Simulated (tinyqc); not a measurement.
Worked calculation: Gamma, L and X subbands of a thin body with non-parabolic valleys. Values are carried at full precision from step to step, so a last printed digit may differ when a step is redone from the rounded ones.

Hard walls, flat band, c = hbar^2/2m0, energies from the bulk Gamma edge. For a valley at angle theta to the normal 1/m_z = cos^2/ml + sin^2/mt and m_d = sqrt(ml mt^2/m_z). Subband n starts at E_v + e with e (1 + a e) = c (n pi/t)^2/m_z, and its density-of-states mass is taken as m_d (1 + 2 a e), without further growth at higher in-plane energy. Groups are named by valley and degeneracy.

Constants: hbar^2/2m0 = 3.80998211 eV angstrom^2; kB = 8.617333262e-05 eV/K.

Inputs chosen for the exercise (near those of a thin GaSb channel; not measured data):
```
symbol  value           unit         meaning
face    100                          surface
mG      0.0386          m0           Gamma mass
aG      1.12            1/eV         Gamma non-parabolicity
EL      0.059           eV           L edge above Gamma
mL      (1.289, 0.102)  m0           L valleys (four, along <111>): ml, mt
EX      0.318           eV           X edge above Gamma
mX      (1.455, 0.213)  m0           X valleys (three, along <100>): ml, mt
aS      0.46            1/eV         non-parabolicity of L and X
t       84              angstrom     body thickness
Ns      3.6             x 1e12/cm^2  sheet density
T       300             K            temperature
eot     8               angstrom     equivalent oxide thickness
```

## Valley groups

List degeneracy, edge, m_z, m_d and a.

Groups:
```
group  g  E_v (eV)     m_z     m_d  a (1/eV)
G1     1     0.000  0.0386  0.0386      1.12
L4     4     0.059  0.1472  0.3019      0.46
X1     1     0.318  1.4550  0.2130      0.46
X2     2     0.318  0.2130  0.5567      0.46
```

## Subband edges

n = 1 to 8 for each group; list the ten lowest.

Subbands:
```
subband  g  E (eV)  DOS mass
L4 n=1   4  0.0946    0.3118
G1 n=1   1  0.1215    0.0491
L4 n=2   4  0.1953    0.3397
X1 n=1   1  0.3217    0.2137
X1 n=2   1  0.3326    0.2159
X2 n=1   2  0.3427    0.5694
L4 n=3   4  0.3468    0.3818
X1 n=3   1  0.3505    0.2194
X1 n=4   1  0.3751    0.2242
G1 n=2   1  0.3857    0.0719
```

The lowest subband is L4 n=1, 27 meV below G1 n=1; in the bulk the lowest valley is Gamma.

## Filling and quantum capacitance

n_i = g m/(2 pi c) kB T ln(1 + exp((EF - E_i)/kB T)), sum n_i = Ns (1e12/cm^2 = 1e-4/angstrom^2), c = hbar^2/2m0. Quantum capacitance Cq = 1602.176634 sum g m/(2 pi c) f_i in microfarad/cm^2 with f_i = 1/(1 + exp((E_i - EF)/kB T)); Cox = 34.5313/eot (one gate); C/Cox = Cq/(Cq + Cox), the centroid term left out.

Over the ten listed subbands, named by valley (G, L, X), degeneracy and number.

EF = 0.0629 eV

n_i in the order of the list (1e12/cm^2): 3.460  0.052  0.087  0.000  0.000  0.000  0.000  0.000  0.000  0.000

Cq = 19.76 microfarad/cm^2
Cox = 4.316 microfarad/cm^2
C/Cox = 0.821

EF lies 32 meV below the lowest edge; Gamma holds 1 % of the electrons. EF lies below the edge, so Cq is near e^2 Ns/kB T, set by Ns more than by the density of states; 18 % of the gate capacitance is lost.

## Checks

- Cq against the slope dNs/dEF by finite differences, microfarad/cm^2: both 19.76.

Program tinyqc; command `OMP_NUM_THREADS=1 python tinyqc.py 1252455 1252456 out.jsonl`; about 0.03 s on one thread of a shared Intel(R) Xeon(R) Processor @ 2.30GHz.
